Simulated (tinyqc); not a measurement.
## Trap density from the barrier height

Question. In a partly depleted grain with all boundary traps filled, 2 N W = Qt and VB = q N W^2/(2 eps0 eps_r). Find Qt, W and the doping at which VB would equal Vt.

Inputs (values chosen for the exercise): temperature T = 300 K; relative permittivity eps_r = 11.7.

Constants: q = 1.602176634e-19 C, kB = 1.380649e-23 J/K, Vt = kB T/q, eps0 = 8.8541878128e-14 F/cm where lengths are in cm. Results are converted to the units shown.

doping = 1.4e18 cm^-3
barrier height = 0.10826145 V

Answer. Eliminating W gives VB = q Qt^2/(8 eps0 eps_r N), which falls as 1/N.

Qt = 2.800e12 cm^-2
W = 10.00 nm
doping for VB = Vt = 5.863e18 cm^-3

Computed by the program tinyqc: `OMP_NUM_THREADS=1 python tinyqc.py 2830261 2830262 out.jsonl`, one thread of a shared Intel Xeon 2.30GHz, about 0.01 s for the whole run.
